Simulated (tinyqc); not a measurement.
Inside a calculation: strained quantum well: band edges, subbands and transparency. Values are carried at full precision from step to step, so a last printed digit may differ when a step is redone from the rounded ones.

Growth on (001), barriers unstrained: tr(e) = e (2 - nu2), Z = b e (1 + nu2); Ec = Ev + Eg + ac tr(e), E_HH = Ev + av tr(e) + Z, E_LH = Ev + av tr(e) - Z (coupling to the split-off band left out).

Constants: hbar^2/2m0 = 3.80998211 eV angstrom^2; hc = 1239.841984 eV nm; kB = 8.617333262e-05 eV/K.

Inputs chosen for the exercise (near those of a GaAsP/AlGaAs well; shifted at random, so the results belong to these values and not to a real crystal): e = 0.0076 (strain in the plane); nu2 = 0.917 (2 C12/C11); Eg = 1.683 eV (unstrained gap of the well); Ev = -0.899 eV (its valence edge); ac = -7.39 eV; av = 1.27 eV (Ev moves by av tr(e)); b = -1.92 eV (shear potential); Egb = 1.921 eV (gap of the barrier); Evb = -1 eV (its valence edge); L = 70 angstrom (well width); me = 0.0802 m0 (electron mass); g1 = 6.36 (gamma1); g2 = 1.73 (gamma2); meb = 0.1 m0; g1b = 5.7; g2b = 1.6; T = 300 K (temperature); Br = 1.4 x 1e-4 cm^2/s (two-dimensional radiative coefficient).

## Strained band edges and offsets

Give tr(e), Z, the edges Ec, E_HH, E_LH and the well depths against the barrier.

tr(e) = 0.00823
Z = -0.0280 eV

Ec, E_HH, E_LH (eV): 0.7232  -0.9165  -0.8606

depths for e, HH, LH (eV): 0.1978  0.0835  0.1394

The well is under tension, which puts LH on top, by 56 meV; the gap becomes 1.5837 eV, -99 meV from the unstrained one.

## Subband edges

Masses along z: me, 1/(g1 - 2 g2) for HH, 1/(g1 + 2 g2) for LH, likewise in the barrier; in the plane me, 1/(g1 + g2) for HH and 1/(g1 - g2) for LH (no mixing, which understates the hole masses away from k = 0). Level n solves k L + 2 atan[(k/m)/(kappa/mb)] = n pi, k = sqrt(m E/c), kappa = sqrt(mb (V - E)/c), c = hbar^2/2m0.

Up to three electron, four HH and two LH levels, on the common energy scale, with their masses in the plane.

Subbands:
```
level   E (eV)  m in the plane
e1      0.7654          0.0802
e2      0.8791          0.0802
lh1    -0.8937          0.2160
hh1    -0.9285          0.1236
hh2    -0.9628          0.1236
lh2    -0.9780          0.2160
```

lowest transition = 1.6591 eV
wavelength hc/E = 747.3 nm

The top hole level is lh1, so the edge is mainly TM polarised; hh1 lies 35 meV lower.

## Transparency density

Transparency (Bernard-Duraffourg): Fc - Fv equals the lowest transition energy with n = p, n = sum m/(2 pi c) kB T ln(1 + exp((Fc - E)/kB T)) and p likewise over the listed subbands; c = hbar^2/2m0, 1/angstrom^2 = 1e16/cm^2.

Solve for u = (Fc - e1)/kB T; give n_tr, the share of holes in the top subband and the current e Br n_tr^2 (e = 1.602177e-19 C).

u = 0.836
n_tr = 1.060 x 1e12/cm^2
share = 0.793
current density = 25.2 A/cm^2

For mirror-image bands u = 0 and n_tr = me kB T ln2/(2 pi c) = 0.600 x 1e12/cm^2; the heavier or more numerous hole states raise it by a factor 1.77.

## Checks

- Transparency for equal single subbands against m kB T ln2/(2 pi c): both 0.3743.

Program tinyqc; command `OMP_NUM_THREADS=1 python tinyqc.py 1280699 1280700 out.jsonl`; about 0.01 s on one thread of a shared Intel(R) Xeon(R) Processor @ 2.30GHz.
